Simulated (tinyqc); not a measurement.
Starting guesses with DIIS over 6 matrices: SCF starting guesses in the 6-31g basis, for H4+, spin multiplicity 2. Computed by the program tinyqc with PySCF. UHF with one setting changed at a time; a run stops when the energy changes by less than 1e-09 hartree and the error matrix is below 1e-5. Starts: the lowest orbitals of the core Hamiltonian, of the Wolfsberg-Helmholz matrix (K = 1.75), projected atomic densities, random orbitals, and the highest orbitals of the core Hamiltonian (a deliberately bad start).

Geometry (angstrom):
```
atom       x       y       z
H     0.0000  0.0000  0.0000
H     0.0000  0.0000  1.0210
H     0.0000  0.0000  2.8820
H     0.0000  0.0000  3.9030
```

lowest solution found by these runs and by PySCF with stability checks = -1.699418 hartree

Largest element of the error matrix X^T (FDS - SDF) X:
```
iteration     core  Wolfsberg-Helmholz  atomic densities   random  highest core orbitals
1          7.8e-02             9.3e-02           5.8e-02  3.2e-01                5.8e-02
2          1.5e-02             2.4e-02           2.0e-02  9.3e-02                5.0e-02
3          7.3e-03             6.7e-03           9.9e-03  2.7e-02                2.1e-02
4          4.6e-03             3.8e-03           4.8e-03  6.7e-03                5.0e-03
5          3.3e-04             5.5e-04           1.5e-03  6.3e-03                3.1e-03
6          9.9e-05             3.9e-05           6.7e-05  6.7e-03                3.2e-04
8          3.7e-07             6.6e-07           5.8e-07  2.3e-03                4.2e-06
10               -                   -                 -  4.4e-03                      -
14               -                   -                 -  2.6e-05                      -
```

How each run ends:
```
run                    iterations  E (hartree)         state
core                            8    -1.699418  lowest found
Wolfsberg-Helmholz              8    -1.699418  lowest found
atomic densities                9    -1.699418  lowest found
random                         16    -1.699418  lowest found
highest core orbitals           9    -1.699418  lowest found
```

What does the comparison show, and why?

5 of 5 runs reach the lowest solution found, in 8 to 16 iterations (fastest: core, Wolfsberg-Helmholz). The first errors are 8e-02, 9e-02, 6e-02, 3e-01, 6e-02; the deliberately bad start has the smallest one, so a small first error does not mark a good start.
